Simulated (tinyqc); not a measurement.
From results back to parameters: k.p values derived from sp3s* tight binding at Gamma. Four cases, with inputs chosen for the exercise.

Problem. The electron mass obeys m0/m = A + Ep/EG, where A gathers the direct term and the higher bands, and Ep = P^2/c with c = hbar^2/2m0, P = (a/4)(sa pc Vsapc + sc pa Vscpa). The mass comes from a hidden Vscpa (s cation, p anion); sa, sc are the anion and cation parts of S+, the upper s level at Gamma, and pa, pc those of P-, the lower p level (P+ is the upper one).

Constants: hbar^2/2m0 = 3.80998211 eV angstrom^2.

Case 1.

Values chosen (out of a larger set: near a published set for InAs, fitted to gaps, whose masses and valley positions are rough; not measured data): a = 6.052 angstrom (lattice constant); Vsapc = 3.016 eV (s anion, p cation).

m = 0.0312066 m0
A = -1.51589
EG = 0.430440 eV

sa, sc, pa, pc: 0.488993  -0.872288  0.895905  -0.444246

Case 2.

Values chosen (out of a larger set: near a published set for InAs, fitted to gaps, whose masses and valley positions are rough; not measured data): a = 6.059 angstrom (lattice constant); Vsapc = 3.058 eV (s anion, p cation).

m = 0.0321733 m0
A = -1.52961
EG = 0.451061 eV

sa, sc, pa, pc: 0.491175  -0.871061  0.895904  -0.444248

Case 3.

Values chosen (out of a larger set: near a published set for GaAs, fitted to gaps, whose masses and valley positions are rough; not measured data): a = 5.655 angstrom (lattice constant); Vsapc = 4.46 eV (s anion, p cation).

m = 0.1218353 m0
A = -1.56230
EG = 1.597484 eV

sa, sc, pa, pc: 0.547416  -0.836860  0.884864  -0.465849

Case 4.

Values chosen (out of a larger set: near a published set for Ge, fitted to gaps, whose masses and valley positions are rough; not measured data): a = 5.654 angstrom (lattice constant); Vsapc = 5.451 eV (s anion, p cation).

m = 0.0615715 m0
A = -1.77250
EG = 0.865000 eV

sa, sc, pa, pc: 0.707107  -0.707107  0.707107  -0.707107

Find: Ep; Vscpa.

Solution. Ep = (m0/m - A) EG gives |P|; both terms of P have the sign of sc pa, and the linear relation gives Vscpa. A is held fixed, though its part from P+ also depends on Vscpa.

Case 1.

Ep = 14.45 eV
Vscpa = 5.44 eV

Case 2.

Ep = 14.71 eV
Vscpa = 5.48 eV

Case 3.

Ep = 15.61 eV
Vscpa = 5.83 eV

Case 4.

Ep = 15.58 eV
Vscpa = 5.45 eV

Computed by tinyqc, one run a case: `OMP_NUM_THREADS=1 python tinyqc.py N N+1 out.jsonl` with N = 1450077, 1450119, 1450194, 1450259; one thread of a shared Intel(R) Xeon(R) Processor @ 2.30GHz, about 0.01 s a run at most.
